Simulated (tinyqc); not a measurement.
Comparisons within one model: heavy doping: gap narrowing, degeneracy and the minority density. A value that a table varies takes the place of the one given here.

F_j(eta) = (1/Gamma(j + 1)) integral_0^infinity x^j dx/(1 + exp(x - eta)), which tends to exp(eta) for eta << 0.

Empirical narrowing (Slotboom form, constants chosen for the exercise; published fits of this form give the apparent narrowing, here it is taken as the true one): dEg = E0 [ln(N/N0) + sqrt(ln(N/N0)^2 + C)].

Majority: N = Nv F_1/2(eta), eta the distance of EF beyond the majority band edge in kT. Degeneracy factor gam = F_1/2(eta)/exp(eta). ni0^2 = Nc Nv exp(-Eg/kT); product n p = ni0^2 gam exp(dEg/kT), dEg the true narrowing; apparent narrowing dEa = dEg + kT ln gam; minority density = n p/N.

Bipolar transistor with N as emitter doping: beta = K (N/NB) exp((dEa_B + dG - dEa_E)/kT), dEa_E = dEg(N) + kT ln gam, dEa_B = dEg(NB). For the sweep in T, Nv is scaled as (T/T0)^(3/2) from its value at T0 = T.

Constants: kB = 8.617333262e-05 eV/K.

Values chosen for the exercise (gap and densities of states near those of Si at this temperature; narrowing constants near the fits for Si; shifted at random, so the results belong to these values and not to a real crystal): Eg = 1.126 eV (gap); Nc = 2.22e+19 1/cm^3 (conduction-band density of states); Nv = 8.81e+18 1/cm^3 (valence-band density of states); T = 250 K; E0 = 6.42 meV (narrowing scale); N0 = 1.5e+17 1/cm^3 (onset density); C = 0.5 (smoothing constant); N = 1.2e+18 1/cm^3 (ionised acceptors, equal to the majority density); NB = 3e+16 1/cm^3 (base doping); K = 4.8 (ratio (D_B W_E)/(D_E W_B)); dG = 80 meV (extra narrowing of the base by alloying).

## Narrowing against degeneracy

N takes the values listed; the last column is N over the factor gam exp(dEg/kT), the doping that a simple model would need to give the same minority density.

Results:
```
N (1/cm^3)    eta      gam  dEg (meV)  dEa (meV)  minority (1/cm^3)  effective doping (1/cm^3)
3.0e+16     -5.68    0.999        1.0        0.9              0.136                   2.87e+16
9.0e+16     -4.58    0.996        2.3        2.2             0.0482                   8.11e+16
3.0e+17     -3.37    0.988       10.8       10.5             0.0213                   1.84e+17
9.0e+17     -2.25    0.965       23.9       23.1             0.0127                   3.08e+17
3.0e+18     -0.96    0.887       39.0       36.4            0.00706                   5.53e+17
9.0e+18      0.38    0.700       53.0       45.3            0.00356                   1.10e+18
3.0e+19      2.38    0.316       68.3       43.5           0.000982                   3.98e+18
7.0e+19      4.63   0.0776       79.2       24.1           0.000171                   2.29e+19
2.0e+20      9.61  0.00153       92.6      -47.1           2.20e-06                   1.78e+21
```

dEg grows steadily to 92.6 meV, while the apparent value peaks at 45.3 meV for N = 9e+18 and falls to -47.1 meV as the Fermi level enters the band (a negative value is not met in measurements: parabolic bands with a fixed mass overstate the filling). N grows by a factor 30 from the third to the sixth row and the effective doping by 6.0: net of degeneracy, narrowing takes away 80 % of the factor gained by heavier doping.

## Current gain against temperature

Gain:
```
T (K)      beta  beta with dG = 0  without narrowing
150    1.34e+04              27.4                192
200    4.58e+03              44.1                192
250    2.41e+03              58.9                192
300    1.58e+03              71.5                192
350    1.16e+03              82.1                192
400         928              91.2                192
450         778              98.9                192
```

dEa_B + dG - dEa_E at T0 = 54.5 meV

beta is 1.34e+04 at 150 K and 778 at 450 K, since the net exponent is positive: the gap is narrower in the base. At 300 K narrowing and degeneracy change the gain by a factor 0.372 and alloying the base by 22.1.

## What moves the minority density and the gain

All results formed anew. Each row changes one parameter from the base and keeps the others.

Results:
```
case                  dEg (meV)  dEa (meV)  minority (1/cm^3)      beta
base                      27.45      26.42             0.0111  2.41e+03
N = 2.4e+18 1/cm^3        36.17      34.10            0.00793  3.38e+03
E0 = 7.704 meV            32.94      31.91             0.0143  1.89e+03
N0 = 3e+17 1/cm^3         18.89      17.86            0.00746  3.55e+03
Eg = 1.146 eV             27.45      26.42            0.00439  2.41e+03
Nv = 1.15e+19 1/cm^3      27.45      26.66             0.0147  2.39e+03
NB = 6e+16 1/cm^3         27.45      26.42             0.0111  1.24e+03
```

The largest shifts from the base row, up to three for each result and ties (the steps differ in size, so this ranks the rows, not the parameters). dEg (meV): N +8.72, N0 -8.56, E0 +5.49; unchanged at the printed digits by Eg, Nv and NB. dEa (meV): N0 -8.56, N +7.69, E0 +5.49; unchanged at the printed digits by Eg and NB. minority (1/cm^3): Eg -0.00672, N0 -0.00364, Nv +0.00355; unchanged at the printed digits by NB. beta: NB -1.17e+03, N0 +1.13e+03, N +965; unchanged at the printed digits by Eg.

Program tinyqc; command `OMP_NUM_THREADS=1 python tinyqc.py 1681178 1681179 out.jsonl`; about 0.01 s on one thread of a shared Intel(R) Xeon(R) Processor @ 2.30GHz.
